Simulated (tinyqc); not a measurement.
Binary melting diagram from solution models of liquid and solid: one step, computed by the program tinyqc. Command: `OMP_NUM_THREADS=1 python tinyqc.py 3031528 3031529 out.jsonl melt walk`. One thread of a shared host (Intel(R) Xeon(R) Processor @ 2.30GHz), about 0.01 s of CPU time with the checks.

x is the fraction of B. In a phase with interaction L: mu_A = G_A + R T ln(1 - x) + L x^2, mu_B = G_B + R T ln x + L (1 - x)^2. Melting: G(liquid) - G(solid) = H (1 - T/T_m) for each pure component.

Task: Tie line by Newton steps. Equal potentials: F_A = dG_A + R T ln[(1 - xl)/(1 - xs)] + L_L xl^2 - L_S xs^2 = 0, F_B = dG_B + R T ln(xl/xs) + L_L (1 - xl)^2 - L_S (1 - xs)^2 = 0. Newton steps from the ideal values with the exact Jacobian, halved if x would leave (0, 1); stop below 1e-12, residuals under 1e-7 shown as 0.

Inputs (values chosen for the exercise, for a model alloy):

| quantity | value | unit |
|---|---|---|
| melting point T_A | 1285 | K |
| melting point T_B | 690 | K |
| heat of melting H_A | 30.1 | kJ/mol |
| heat of melting H_B | 17.5 | kJ/mol |
| liquid interaction L_L | 5.3 | kJ/mol |
| solid interaction L_S | 3.7 | kJ/mol |

Diagram: complete solid solution (lens).

T = 1160.05 K

Constants: R = 8.314462618 J/(mol K).

Give: Iteration; liquidus xl; solidus xs.

Result:

Iteration:

| step | xl | xs | F_A (kJ/mol) | F_B (kJ/mol) |
|---|---|---|---|---|
| 1 | 0.3332 | 0.0968 | 5.538e-01 | -6.618e-01 |
| 2 | 0.3894 | 0.1029 | -1.951e-02 | -8.850e-02 |
| 3 | 0.3863 | 0.1013 | -6.658e-05 | 1.013e-03 |
| 4 | 0.3863 | 0.1013 | 0 | 0 |
| 5 | 0.3863 | 0.1013 | 0 | 0 |

liquidus xl = 0.3863

solidus xs = 0.1013
